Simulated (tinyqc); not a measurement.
Inside a calculation. Method: Hueckel theory of the pi electrons, for the molecule O=C(O)c1ccc2ccoc2c1 (SMILES; centres numbered as the heavy atoms are written). One step of it, computed by the program tinyqc.

Problem. Energy, charges, bond orders. E = sum n x; q_r = z_r - P_rr; bond order p = P_rs; free valence = sqrt(3) - sum of p over the bonds of the atom.

x values: [2.732984, 2.505586, 1.916078, 1.536601, 1.255274, 0.894513, 0.656177, -0.466617, -0.976954, -1.159580, -1.668425, -2.225638]

occupations: [2.000000, 2.000000, 2.000000, 2.000000, 2.000000, 2.000000, 2.000000, 0.000000, 0.000000, 0.000000, 0.000000, 0.000000]

charge and bond-order matrix P, order 1O, 2C, 3O, 4C, 5C, 6C, 7C, 8C, 9C, 10O, 11C, 12C:
```
[[1.600250, 0.707160, -0.201386, -0.075703, -0.166167, 0.030142, 0.122140, -0.035611, -0.102343, 0.036011, 0.025780, -0.190251],
 [0.707160, 0.656277, 0.364342, 0.426445, 0.120605, -0.074169, -0.101829, 0.055408, 0.095541, -0.025240, -0.065083, 0.140328],
 [-0.201386, 0.364342, 1.897828, -0.063171, -0.070125, 0.019405, 0.049600, -0.018297, -0.041868, 0.013742, 0.016629, -0.079402],
 [-0.075703, 0.426445, -0.063171, 1.043451, 0.574543, -0.026889, -0.245664, 0.043961, 0.171054, -0.073118, -0.020776, 0.615135],
 [-0.166167, 0.120605, -0.070125, 0.574543, 0.977354, 0.718693, 0.012687, -0.116527, -0.007397, 0.098582, -0.275053, -0.081398],
 [0.030142, -0.074169, 0.019405, -0.026889, 0.718693, 1.016930, 0.572777, -0.038671, -0.208716, 0.044321, 0.030930, -0.315645],
 [0.122140, -0.101829, 0.049600, -0.245664, 0.012687, 0.572777, 0.996502, 0.480589, 0.004183, -0.152168, 0.567642, 0.085438],
 [-0.035611, 0.055408, -0.018297, 0.043961, -0.116527, -0.038671, 0.480589, 1.100555, 0.831598, -0.204356, -0.061199, -0.013491],
 [-0.102343, 0.095541, -0.041868, 0.171054, -0.007397, -0.208716, 0.004183, 0.831598, 0.932888, 0.359776, -0.264028, -0.102677],
 [0.036011, -0.025240, 0.013742, -0.073118, 0.098582, 0.044321, -0.152168, -0.204356, 0.359776, 1.823744, 0.313157, -0.099355],
 [0.025780, -0.065083, 0.016629, -0.020776, -0.275053, 0.030930, 0.567642, -0.061199, -0.264028, 0.313157, 0.990475, 0.651114],
 [-0.190251, 0.140328, -0.079402, 0.615135, -0.081398, -0.315645, 0.085438, -0.013491, -0.102677, -0.099355, 0.651114, 0.963745]]
```

Centres:
```
centre  z_r, pi electrons of the neutral centre         h
1O                                            1  1.000000
2C                                            1  0.000000
3O                                            2  2.000000
4C                                            1  0.000000
5C                                            1  0.000000
6C                                            1  0.000000
7C                                            1  0.000000
8C                                            1  0.000000
9C                                            1  0.000000
10O                                           2  2.000000
11C                                           1  0.000000
12C                                           1  0.000000
```

Bonds:
```
i    j         k
1    2  1.000000
2    3  0.800000
2    4         1
4    5         1
5    6         1
6    7         1
7    8         1
8    9         1
9   10  0.800000
10  11  0.800000
11  12         1
12   4         1
11   7         1
```

Give: pi energy = 14 alpha + this times beta; pi charges; Bond orders and lengths from R = 1.517 - 0.180 p; free valence of the carbons; gap between the highest filled and the next level.

Solution.

pi energy = 14 alpha + this times beta = 22.9944

pi charges: [-0.6002, 0.3437, 0.1022, -0.0435, 0.0226, -0.0169, 0.0035, -0.1006, 0.0671, 0.1763, 0.0095, 0.0363]

Bond orders and lengths from R = 1.517 - 0.180 p (angstrom, C-C alone):
```
bond        p       R
1-2    0.7072       -
2-3    0.3643       -
2-4    0.4264  1.4402
4-5    0.5745  1.4136
5-6    0.7187  1.3876
6-7    0.5728  1.4139
7-8    0.4806  1.4305
8-9    0.8316  1.3673
9-10   0.3598       -
10-11  0.3132       -
11-12  0.6511  1.3998
12-4   0.6151  1.4063
11-7   0.5676  1.4148
```

free valence of the carbons: [0.2341, 0.1159, 0.4388, 0.4406, 0.1110, 0.4199, 0.5407, 0.2001, 0.4658]

gap between the highest filled and the next level = 1.1228 |beta|
